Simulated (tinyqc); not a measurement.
## Off-state leakage of single and stacked transistors: subthreshold current against the height of the stack

n-channel devices of unit width. Subthreshold current I(Vg, Vs, Vd) = I0 (T/300 K)^0.5 exp[(Vg - Vs - VT(T) - gb (Vs - Vb) + dd (Vd - Vs))/(nf Vt)] (1 - exp(-(Vd - Vs)/Vt)), VT(T) = VT - cT (T - 300 K). Gate-edge tunnelling Ig (Vd/1 V) exp(ag (Vd - 1 V)), for a gate at 0 V, and band-to-band leakage Ab u exp(-Bb/u), u = Vd - Vb + 1 V, flow at a drain held at V; both are taken as independent of T. In a stack of off transistors (all gates at 0 V) the same subthreshold current passes through each.

All n gates at 0 V, bottom source at 0 V, top drain at V; node voltages follow from equal currents.

Inputs (values chosen for the exercise); values of the order met in bulk silicon logic transistors: temperature T = 300 K; supply voltage V = 1.1 V; threshold at 300 K, zero drain and body bias VT = 0.29 V; fall of the threshold with temperature cT = 0.6 mV/K; current at threshold at 300 K I0 = 0.61 uA/um; slope factor nf = 1.31; drain-induced lowering per volt dd = 0.12; rise of the threshold per volt of source-body bias gb = 0.12; body voltage Vb = 0 V.

Constants: q = 1.602176634e-19 C, kB = 1.380649e-23 J/K, Vt = kB T/q. Results are converted to the units shown.

Results:
```
n	I (nA/um)	reduction factor	drain voltage of the bottom device (mV)	source voltage of the top device (mV)	voltage across the top device (V)
1	5.7433	1.0000	1100.0	0	1.1000
2	0.16092	35.691	97.636	97.636	1.0024
3	0.074512	77.079	23.011	118.66	0.98134
5	0.035713	160.82	9.1015	138.75	0.96125
6	0.028318	202.81	6.9956	145.09	0.95491
```

Estimate the missing row, n = 4.

Computed row:
```
n	I (nA/um)	reduction factor	drain voltage of the bottom device (mV)	source voltage of the top device (mV)	voltage across the top device (V)
4	0.048310	118.88	13.029	130.50	0.96950
```

With this row back in the table: The second transistor cuts the current by a factor of 35.7, the third by a further 2.16 and the sixth by 1.26. The top device keeps 86.8 % of the supply at n = 6, while the drain voltage of the bottom one falls to 0.271 Vt.

Program tinyqc, `OMP_NUM_THREADS=1 python tinyqc.py 2242269 2242270 out.jsonl`; Intel Xeon 2.30GHz, shared host, one thread, about 0.03 s.
